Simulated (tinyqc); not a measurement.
Lossy on-chip transmission line with skin effect: one step of the calculation.

A uniform line in a homogeneous dielectric: c = sqrt(er)/(c0 Z0), l = Z0 sqrt(er)/c0 (c0 = 299792458 m/s), g = w c td, w = 2 pi f. The resistance joins its limits as r = sqrt(r_dc^2 + r_hf^2), with r_dc = rho/(wd th), r_hf = kr rho/(2 delta (wd + th)), delta = sqrt(rho/(pi f mu0)), mu0 = 4 pi 1e-7 H/m; this is an interpolation, and internal inductance, up to 0.05 nH/mm at low frequency, is neglected.

Task. Reflection, input impedance and transfer. ZL = 1/(1/RL + i w CL); reflection (ZL - Zc)/(ZL + Zc); Zin = Zc (ZL + Zc tanh(gamma len))/(Zc + ZL tanh(gamma len)); H = V_load/V_source = [Zin/(Zin + Rg)]/[cosh(gamma len) + (Zc/ZL) sinh(gamma len)].

Values chosen for this exercise:

| symbol | value | unit | meaning |
|---|---|---|---|
| Rg | 50 | ohm | source resistance |
| RL | 50 | ohm | load resistance |
| CL | 0 | fF | load capacitance |
| f | 1 | GHz | frequency |

gamma len = 0.17073626+0.19480009i
Zc = 103.25511-90.13540i ohm

Wanted: ZL; reflection at the load; Zin; H; |H|.

Result.

ZL = 50.000+0.000i ohm
reflection at the load = -0.51519+0.28513i
Zin = 84.795-4.071i ohm
H = 0.36801-0.03595i
|H| = -8.6416 dB

tinyqc, about 0.01 s, one thread, Intel Xeon 2.30GHz (shared host): `OMP_NUM_THREADS=1 python tinyqc.py 2810157 2810158 out.jsonl`
